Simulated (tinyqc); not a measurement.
What each parameter does: three-band tight binding of a dichalcogenide monolayer.

Basis dz2, dxy, dx2-y2 on a triangular lattice, nearest neighbours; alpha = kx a/2, beta = sqrt3 ky a/2. h0 = e1 + 2 t0 (cos 2alpha + 2 cos alpha cos beta); h1 = -2 sqrt3 t2 sin alpha sin beta + 2i t1 (sin 2alpha + sin alpha cos beta); h2 = 2 t2 (cos 2alpha - cos alpha cos beta) + 2i sqrt3 t1 cos alpha sin beta; h11 = e2 + 2 t11 cos 2alpha + (t11 + 3 t22) cos alpha cos beta; h22 = e2 + 2 t22 cos 2alpha + (3 t11 + t22) cos alpha cos beta; h12 = sqrt3 (t22 - t11) sin alpha sin beta + 4i t12 sin alpha (cos alpha - cos beta) + i lam sz. H = [[h0, h1, h2], [., h11, h12], [., ., h22]], Hermitian; the lowest band of each spin is filled. K = (4 pi/3a, 0), M = (pi/a, pi/(sqrt3 a)).

Constants: hbar^2/2m0 = 3.80998211 eV angstrom^2.

Values chosen for the exercise (near a published set for monolayer MoS2; not measured data): a = 3.198 angstrom (lattice constant); e1 = 1.052 eV (level of dz2); e2 = 2.081 eV (level of dxy and dx2-y2); t0 = -0.187 eV (hopping); t1 = 0.393 eV (hopping); t2 = 0.499 eV (hopping); t11 = 0.216 eV (hopping); t12 = 0.331 eV (hopping); t22 = 0.057 eV (hopping); lam = 0.074 eV (spin-orbit constant).

Spin up: gap at K, Ev(K) - Ev(Gamma), and masses at K by central differences along kx with step 0.002 1/angstrom, c = hbar^2/2m0.

One parameter was then changed.

Results before and after:
```
case     gap at K (eV)  K - Gamma (eV)  m_c (m0)  m_v (m0)
base            1.5874          0.0956     0.447     0.620
changed         1.6174          0.0656     0.460     0.642
```

Which of these changes was made? (a) t11 = 0.246 eV; (b) t12 = 0.361 eV; (c) t22 = 0.087 eV; (d) t0 = -0.157 eV; (e) e2 = 2.111 eV; (f) e1 = 1.082 eV.

Answer: (f) e1 = 1.082 eV. Of the candidates, run in turn, only this one gives the changed row.

All candidates:
```
case            gap at K (eV)  K - Gamma (eV)  m_c (m0)  m_v (m0)
base                   1.5874          0.0956     0.447     0.620
e1 = 1.082 eV          1.6174          0.0656     0.460     0.642
t0 = -0.157 eV         1.4974         -0.0844     0.400     0.558
t11 = 0.246 eV         1.6324          0.0506     0.467     0.660
e2 = 2.111 eV          1.5574          0.1256     0.434     0.598
t22 = 0.087 eV         1.6324          0.0506     0.467     0.672
t12 = 0.361 eV         1.7433         -0.0603     0.500     0.809
```

Computed by tinyqc, a small Python program: `OMP_NUM_THREADS=1 python tinyqc.py 1481325 1481326 out.jsonl` (the numbers bound the seed that draws the inputs); one thread of a shared host (Intel(R) Xeon(R) Processor @ 2.30GHz), about 0.01 s for the whole set of steps.
